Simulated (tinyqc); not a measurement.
Thermal, flicker and telegraph noise of a field-effect transistor: one step, computed by the program tinyqc.

Strong inversion, threshold roll-off and channel-length modulation left out; noise sources are uncorrelated and are given as one-sided spectral densities.

Question. Operating point. C_ox = 3.9 eps_0/t; V_c = 2 v_s L/mu; I = W C_ox v_s V_ov^2/(V_ov + V_c); g_m = W C_ox v_s V_ov (V_ov + 2 V_c)/(V_ov + V_c)^2; g_d0 = mu C_ox (W/L) V_ov.

Inputs (values chosen for the exercise, modelled on a silicon n-channel):
```
quantity                      value        unit
width W                          17  micrometre
length L                       1700          nm
electrical oxide thickness t    6.8          nm
mobility mu                     240  cm^2/(V s)
saturation velocity v_s           1    1e7 cm/s
overdrive V_ov                 0.76           V
```

Operating region: saturation. Flicker model: Hooge.

Constants: eps_0 = 8.8541878128e-12 F/m.

Give: C_ox; drain current I; g_m; g_d0.

Answer.

C_ox = 0.50781 microfarad/cm^2

drain current I = 334.05 microampere

g_m = 856.71 microsiemens

g_d0 = 926.25 microsiemens
